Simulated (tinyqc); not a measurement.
Inside a calculation. Method: MP2 on RHF in the 6-31g basis, for H3+, spin multiplicity 1. Computed by tinyqc, a small Python program that keeps every step (integrals from PySCF). Settings: charge = 1, multiplicity = 1, basis = 6-31g, method = RHF, energy threshold = 1e-10, iteration cap = 90, orthogonalisation = canonical, start = atomic densities, DIIS depth = 6. Command: `OMP_NUM_THREADS=1 python tinyqc.py 30712 30713 out.jsonl` (the two numbers bound the seeds that draw the settings). One thread of a shared host (Intel(R) Xeon(R) Processor @ 2.60GHz), about 0.1 s of CPU time with the checks. The early iterations of the SCF are left out here.

## One-electron integrals

Geometry (angstrom):
```
atom         x         y          z
H     0.000000  0.000000   0.000000
H     0.000000  0.000000   0.837000
H     0.000000  0.000000  -0.837000
```

Basis 6-31g: exponents (1/bohr^2) and contraction coefficients of normalised primitives:
```
element  l (shell)   exponent  coefficient
H            s (1)  18.731137     0.033495
H            s (1)   2.825394     0.234727
H            s (1)   0.640122     0.813757
H            s (2)   0.161278     1.000000
```

Overlap, kinetic and nuclear-attraction integrals over the contracted functions; the nuclear repulsion is the sum of Za Zb / Rab.

nuclear repulsion = 1.58057709 hartree

overlap S, lower triangle:
```
          1H 1s     1H 2s     2H 1s     2H 2s     3H 1s     3H 2s
1H 1s  1.000000
1H 2s  0.658292  1.000000
2H 1s  0.372223  0.473804  1.000000
2H 2s  0.473804  0.817307  0.658292  1.000000
3H 1s  0.372223  0.473804  0.028348  0.177014  1.000000
3H 2s  0.473804  0.817307  0.177014  0.446211  0.658292  1.000000
```

kinetic energy T (hartree), lower triangle:
```
          1H 1s     1H 2s      2H 1s     2H 2s     3H 1s     3H 2s
1H 1s  1.395678
1H 2s  0.259735  0.241917
2H 1s  0.137637  0.145693   1.395678
2H 2s  0.145693  0.171128   0.259735  0.241917
3H 1s  0.137637  0.145693  -0.034953  0.008602  1.395678
3H 2s  0.145693  0.171128   0.008602  0.049874  0.259735  0.241917
```

nuclear attraction V (hartree), lower triangle:
```
           1H 1s      1H 2s      2H 1s      2H 2s      3H 1s      3H 2s
1H 1s  -2.908157
1H 2s  -1.541265  -1.647438
2H 1s  -0.963551  -1.016404  -2.596809
2H 2s  -1.100801  -1.306119  -1.349873  -1.456764
3H 1s  -0.963551  -1.016404  -0.072202  -0.389768  -2.596809
3H 2s  -1.100801  -1.306119  -0.389768  -0.735106  -1.349873  -1.456764
```

core Hamiltonian H = T + V (hartree), lower triangle:
```
           1H 1s      1H 2s      2H 1s      2H 2s      3H 1s      3H 2s
1H 1s  -1.512479
1H 2s  -1.281530  -1.405521
2H 1s  -0.825915  -0.870710  -1.201131
2H 2s  -0.955107  -1.134991  -1.090138  -1.214847
3H 1s  -0.825915  -0.870710  -0.107155  -0.381165  -1.201131
3H 2s  -0.955107  -1.134991  -0.381165  -0.685232  -1.090138  -1.214847
```

## Two-electron integrals

Functions are numbered as in S; the eight-fold symmetry (ij|kl) = (ji|kl) = (kl|ij) leaves the list below.

Two-electron integrals (ij|kl) in chemists' order, unique and non-zero (hartree):
```
(11|11) 1.076566   (21|11) 0.578470   (21|21) 0.329423   (22|11) 0.587396
(22|21) 0.361304   (22|22) 0.453150   (31|11) 0.321800   (31|21) 0.184702
(31|22) 0.204071   (31|31) 0.131907   (32|11) 0.304765   (32|21) 0.186584
(32|22) 0.229070   (32|31) 0.140791   (32|32) 0.169613   (33|11) 0.603727
(33|21) 0.378143   (33|22) 0.477556   (33|31) 0.321800   (33|32) 0.408551
(33|33) 1.076566   (41|11) 0.408551   (41|21) 0.233677   (41|22) 0.258068
(41|31) 0.140791   (41|32) 0.145585   (41|33) 0.304765   (41|41) 0.169613
(42|11) 0.454198   (42|21) 0.281295   (42|22) 0.358278   (42|31) 0.175843
(42|32) 0.208049   (42|33) 0.454198   (42|41) 0.208049   (42|42) 0.302700
(43|11) 0.378143   (43|21) 0.236041   (43|22) 0.300896   (43|31) 0.184702
(43|32) 0.233677   (43|33) 0.578470   (43|41) 0.186584   (43|42) 0.281295
(43|43) 0.329423   (44|11) 0.477556   (44|21) 0.300896   (44|22) 0.398925
(44|31) 0.204071   (44|32) 0.258068   (44|33) 0.587396   (44|41) 0.229070
(44|42) 0.358278   (44|43) 0.361304   (44|44) 0.453150   (51|11) 0.321800
(51|21) 0.184702   (51|22) 0.204071   (51|31) 0.084305   (51|32) 0.082635
(51|33) 0.157593   (51|41) 0.122331   (51|42) 0.144197   (51|43) 0.102503
(51|44) 0.143915   (51|51) 0.131907   (52|11) 0.304765   (52|21) 0.186584
(52|22) 0.229070   (52|31) 0.082635   (52|32) 0.085535   (52|33) 0.164659
(52|41) 0.122247   (52|42) 0.157452   (52|43) 0.107771   (52|44) 0.156889
(52|51) 0.140791   (52|52) 0.169613   (53|11) 0.027427   (53|21) 0.015319
(53|22) 0.016214   (53|31) 0.008611   (53|32) 0.008459   (53|33) 0.017082
(53|41) 0.010851   (53|42) 0.012583   (53|43) 0.010605   (53|44) 0.013346
(53|51) 0.008611   (53|52) 0.008459   (53|53) 0.000720   (54|11) 0.126089
(54|21) 0.075668   (54|22) 0.089659   (54|31) 0.034744   (54|32) 0.035485
(54|33) 0.068471   (54|41) 0.050231   (54|42) 0.063067   (54|43) 0.044556
(54|44) 0.063425   (54|51) 0.054111   (54|52) 0.062102   (54|53) 0.003459
(54|54) 0.023307   (55|11) 0.603727   (55|21) 0.378143   (55|22) 0.477556
(55|31) 0.157593   (55|32) 0.164659   (55|33) 0.316066   (55|41) 0.241717
(55|42) 0.316489   (55|43) 0.207873   (55|44) 0.309708   (55|51) 0.321800
(55|52) 0.408551   (55|53) 0.017082   (55|54) 0.144361   (55|55) 1.076566
(61|11) 0.408551   (61|21) 0.233677   (61|22) 0.258068   (61|31) 0.122331
(61|32) 0.122247   (61|33) 0.241717   (61|41) 0.162141   (61|42) 0.194377
(61|43) 0.153441   (61|44) 0.202950   (61|51) 0.140791   (61|52) 0.145585
(61|53) 0.010851   (61|54) 0.057987   (61|55) 0.304765   (61|61) 0.169613
(62|11) 0.454198   (62|21) 0.281295   (62|22) 0.358278   (62|31) 0.144197
(62|32) 0.157452   (62|33) 0.316489   (62|41) 0.194377   (62|42) 0.266478
(62|43) 0.203334   (62|44) 0.283225   (62|51) 0.175843   (62|52) 0.208049
(62|53) 0.012583   (62|54) 0.078763   (62|55) 0.454198   (62|61) 0.208049
(62|62) 0.302700   (63|11) 0.126089   (63|21) 0.075668   (63|22) 0.089659
(63|31) 0.054111   (63|32) 0.062102   (63|33) 0.144361   (63|41) 0.057987
(63|42) 0.078763   (63|43) 0.083617   (63|44) 0.094229   (63|51) 0.034744
(63|52) 0.035485   (63|53) 0.003459   (63|54) 0.014728   (63|55) 0.068471
(63|61) 0.050231   (63|62) 0.063067   (63|63) 0.023307   (64|11) 0.262103
(64|21) 0.161218   (64|22) 0.202201   (64|31) 0.091059   (64|32) 0.102213
(64|33) 0.213091   (64|41) 0.115153   (64|42) 0.159868   (64|43) 0.134263
(64|44) 0.178005   (64|51) 0.091059   (64|52) 0.102213   (64|53) 0.007235
(64|54) 0.040007   (64|55) 0.213091   (64|61) 0.115153   (64|62) 0.159868
(64|63) 0.040007   (64|64) 0.090224   (65|11) 0.378143   (65|21) 0.236041
(65|22) 0.300896   (65|31) 0.102503   (65|32) 0.107771   (65|33) 0.207873
(65|41) 0.153441   (65|42) 0.203334   (65|43) 0.136479   (65|44) 0.201835
(65|51) 0.184702   (65|52) 0.233677   (65|53) 0.010605   (65|54) 0.083617
(65|55) 0.578470   (65|61) 0.186584   (65|62) 0.281295   (65|63) 0.044556
(65|64) 0.134263   (65|65) 0.329423   (66|11) 0.477556   (66|21) 0.300896
(66|22) 0.398925   (66|31) 0.143915   (66|32) 0.156889   (66|33) 0.309708
(66|41) 0.202950   (66|42) 0.283225   (66|43) 0.201835   (66|44) 0.293230
(66|51) 0.204071   (66|52) 0.258068   (66|53) 0.013346   (66|54) 0.094229
(66|55) 0.587396   (66|61) 0.229070   (66|62) 0.358278   (66|63) 0.063425
(66|64) 0.178005   (66|65) 0.361304   (66|66) 0.453150
```

## Orthogonalisation

S = U s U^T; canonical form X = U s^(-1/2), so that X^T S X = 1. Each column of U has its largest component positive (the first on a tie).

eigenvalues of S: 0.033189  0.238048  0.442310  0.543456  1.287392  3.455603

X:
```
               1          2          3          4          5         6
1H 1s  -0.791791   0.000000  -0.121820   1.222337   0.000000  0.215612
1H 2s   4.287188   0.000000  -0.486578  -0.181812   0.000000  0.278122
2H 1s   0.225423  -0.794984   0.945384  -0.102586   0.521076  0.167783
2H 2s  -2.347516   1.211781  -0.332984  -0.382010   0.341850  0.233712
3H 1s   0.225423   0.794984   0.945384  -0.102586  -0.521076  0.167783
3H 2s  -2.347516  -1.211781  -0.332984  -0.382010  -0.341850  0.233712
```

## Starting guess

The start is atomic minimal-basis densities projected into this basis (PySCF's MINAO start) and scaled to the electron count of each spin; this density is not idempotent, so its energy is not variational and may lie below the converged one.

D at the start, lower triangle:
```
           1H 1s      1H 2s      2H 1s     2H 2s     3H 1s     3H 2s
1H 1s   0.185415
1H 2s   0.185557   0.187020
2H 1s  -0.002378  -0.013107   0.181016
2H 2s   0.011318  -0.001782   0.204090  0.232632
3H 1s  -0.002378  -0.013107  -0.006799  0.008444  0.181016
3H 2s   0.011318  -0.001782   0.008444  0.028829  0.204090  0.232632
```

## Iteration 6 (converged): orbitals

converged F (hartree), lower triangle:
```
           1H 1s      1H 2s      2H 1s      2H 2s      3H 1s      3H 2s
1H 1s  -0.595000
1H 2s  -0.881020  -0.821110
2H 1s  -0.637865  -0.621043  -0.330657
2H 2s  -0.697196  -0.672362  -0.649935  -0.615739
3H 1s  -0.637865  -0.621043  -0.207210  -0.364746  -0.330657
3H 2s  -0.697196  -0.672362  -0.364746  -0.479969  -0.649935  -0.615739
```

Diagonalise F' = X^T F X, C = X C', fill 1 alpha and 1 beta electrons from the bottom; D = 2 C_occ C_occ^T. Each column has its largest component positive (the first on a tie).

F' = X^T F X (hartree), lower triangle:
```
           1          2          3          4          5          6
1   0.471217
2   0.000000   0.544172
3   0.199303   0.000000   0.653274
4  -0.432317   0.000000  -0.157777   0.374298
5   0.000000  -0.215354   0.000000   0.000000  -0.301972
6  -0.013291   0.000000  -0.127948  -0.230947   0.000000  -1.029542
```

orbital energies (hartree): MO1 -1.083043, MO2 -0.353628, MO3 0.015059, MO4 0.506976, MO5 0.595829, MO6 1.030256

coefficients C:
```
            MO1        MO2        MO3        MO4        MO5        MO6
1H 1s  0.381432   0.000000   0.284497  -0.663671   0.000000  -1.231050
1H 2s  0.402451   0.000000   2.832951   2.057271   0.000000   2.511415
2H 1s  0.235102   0.321271  -0.011684  -0.635568  -0.894597   0.723799
2H 2s  0.022132   0.615071  -1.904287  -0.382468   1.098619  -1.431496
3H 1s  0.235102  -0.321271  -0.011684  -0.635568   0.894597   0.723799
3H 2s  0.022132  -0.615071  -1.904287  -0.382468  -1.098619  -1.431496
```

D after iteration 6, lower triangle:
```
          1H 1s     1H 2s     2H 1s     2H 2s     3H 1s     3H 2s
1H 1s  0.290981
1H 2s  0.307015  0.323933
2H 1s  0.179351  0.189234  0.110546
2H 2s  0.016884  0.017814  0.010407  0.000980
3H 1s  0.179351  0.189234  0.110546  0.010407  0.110546
3H 2s  0.016884  0.017814  0.010407  0.000980  0.010407  0.000980
```

## Convergence

Stop when the energy changes by less than 1e-10 hartree and every element of the error matrix X^T (F D S - S D F) X is below 3e-06.

Course of the cycle:
```
iteration  E (hartree)     change  largest element of the error matrix
1          -0.67185474          -                             2.28e-01
2          -1.21785274  -5.46e-01                             4.09e-02
3          -1.21920110  -1.35e-03                             2.63e-03
4          -1.21920693  -5.83e-06                             2.25e-04
5          -1.21920695  -2.76e-08                             1.05e-05
6          -1.21920695  -4.35e-11                             2.52e-07
```

PySCF RHF in the same basis = -1.21920695 hartree

Converged in 6 iterations.

## Populations, bond orders and dipole

Mulliken: Z minus the diagonal of D S on the atom; Loewdin: the same with S^(1/2) D S^(1/2); Mayer order: 2 sum_s sum (D(s) S)_ij (D(s) S)_ji over the two atoms.

Charges (e):
```
atom   Mulliken    Loewdin
1H    -0.377080  -0.067507
2H     0.688540   0.533753
3H     0.688540   0.533753
```

Mayer bond orders:
```
pair     order
2-1   0.428905
3-1   0.428905
3-2   0.097007
```

dipole moment about the origin, x y z (debye): 0.000000  0.000000  0.000000

## Integrals over molecular orbitals

(pq|rs) = sum C_ip C_jq C_kr C_ls (ij|kl), one index at a time.

one-electron integrals over orbitals h = C^T H C (hartree), lower triangle:
```
           1          2          3          4          5          6
1  -1.716741
2   0.000000  -1.186936
3  -0.094563   0.000000  -0.692164
4   0.099089   0.000000   0.001011  -0.395933
5   0.000000   0.192825   0.000000   0.000000  -0.242307
6   0.078451   0.000000   0.231140  -0.016627   0.000000  -0.091423
```

Two-electron integrals over orbitals (pq|rs), unique and non-zero (hartree):
```
(11|11) 0.633697    (21|21) 0.121303    (22|11) 0.477305    (22|22) 0.459728
(31|11) 0.094563    (31|22) 0.010869    (31|31) 0.050586    (32|21) -0.070893
(32|32) 0.079867    (33|11) 0.378904    (33|22) 0.359625    (33|31) 0.011912
(33|33) 0.337736    (41|11) -0.099089   (41|22) -0.072362   (41|31) -0.017601
(41|33) -0.039442   (41|41) 0.059098    (42|21) -0.056618   (42|32) 0.026661
(42|42) 0.043721    (43|11) -0.009306   (43|22) 0.011683    (43|31) -0.012647
(43|33) 0.001150    (43|41) 0.005775    (43|43) 0.009729    (44|11) 0.481004
(44|22) 0.404069    (44|31) 0.046465    (44|33) 0.322607    (44|41) -0.048840
(44|43) 0.004267    (44|44) 0.421850    (51|21) -0.073666   (51|32) 0.024861
(51|42) 0.049326    (51|51) 0.062510    (52|11) -0.133245   (52|22) -0.109519
(52|31) -0.015529   (52|33) -0.036334   (52|41) 0.056583    (52|43) -0.006889
(52|44) -0.092072   (52|52) 0.089262    (53|21) -0.026242   (53|32) 0.042253
(53|42) -0.001092   (53|51) -0.001733   (53|53) 0.040564    (54|21) 0.096404
(54|32) -0.053239   (54|42) -0.051646   (54|51) -0.065627   (54|53) -0.015935
(54|54) 0.087682    (55|11) 0.450323    (55|22) 0.433691    (55|31) 0.011370
(55|33) 0.337967    (55|41) -0.077104   (55|43) 0.009619    (55|44) 0.389949
(55|52) -0.114032   (55|55) 0.431768    (61|11) -0.078451   (61|22) 0.026142
(61|31) -0.063235   (61|33) -0.017929   (61|41) 0.014623    (61|43) 0.025950
(61|44) -0.017090   (61|52) -0.020689   (61|55) 0.031516    (61|61) 0.114462
(62|21) 0.079341    (62|32) -0.038809   (62|42) -0.049484   (62|51) -0.059528
(62|53) 0.003234    (62|54) 0.071426    (62|62) 0.071569    (63|11) -0.147187
(63|22) -0.073264   (63|31) -0.045060   (63|33) -0.039526   (63|41) 0.042871
(63|43) 0.008554    (63|44) -0.086708   (63|52) 0.050176    (63|55) -0.064148
(63|61) 0.048881    (63|63) 0.069457    (64|11) 0.015625    (64|22) -0.047020
(64|31) 0.037099    (64|33) -0.005371   (64|41) 0.012084    (64|43) -0.017671
(64|44) -0.004902   (64|52) 0.037335    (64|55) -0.055275   (64|61) -0.075507
(64|63) -0.018796   (64|64) 0.063218    (65|21) -0.103239   (65|32) 0.071216
(65|42) 0.060540    (65|51) 0.069419    (65|53) 0.024210    (65|54) -0.093500
(65|62) -0.078773   (65|65) 0.113074    (66|11) 0.618071    (66|22) 0.473366
(66|31) 0.089540    (66|33) 0.385381    (66|41) -0.124499   (66|43) -0.014719
(66|44) 0.467704    (66|52) -0.138987   (66|55) 0.458092    (66|61) -0.090179
(66|63) -0.154861   (66|64) 0.015714    (66|66) 0.653386
```

## Second-order Moller-Plesset energy

Hartree-Fock energy = -1.21920695 hartree

E2 = sum_ijab (ia|jb) [2 (ia|jb) - (ib|ja)] / (e_i + e_j - e_a - e_b) over occupied i, j and virtual a, b; the opposite-spin part is (ia|jb)^2 / denominator, the rest is same-spin, and SCS-MP2 scales them by 6/5 and 1/3.

Terms:
```
i  j  a  b    (ia|jb)    (ib|ja)  denominator       term
1  1  2  2   0.121303   0.121303    -1.458830  -0.010086
1  1  6  6   0.114462   0.114462    -4.226599  -0.003100
1  1  5  2  -0.073666  -0.073666    -2.408287  -0.002253
1  1  2  5  -0.073666  -0.073666    -2.408287  -0.002253
1  1  6  3  -0.063235  -0.063235    -3.211401  -0.001245
1  1  3  6  -0.063235  -0.063235    -3.211401  -0.001245
1  1  3  3   0.050586   0.050586    -2.196204  -0.001165
1  1  5  5   0.062510   0.062510    -3.357744  -0.001164
1  1  4  4   0.059098   0.059098    -3.180040  -0.001098
1  1  4  3  -0.017601  -0.017601    -2.688122  -0.000115
1  1  3  4  -0.017601  -0.017601    -2.688122  -0.000115
1  1  4  6   0.014623   0.014623    -3.703319  -0.000058
1  1  6  4   0.014623   0.014623    -3.703319  -0.000058
```

Pair energies (hartree; pair i-j sums ij and ji):
```
pair  opposite spin  same spin
1-1       -0.023956          0
```

MP2 correlation energy = -0.02395632 hartree

SCS-MP2 correlation energy = -0.02874758 hartree

MP2 total energy = -1.24316327 hartree
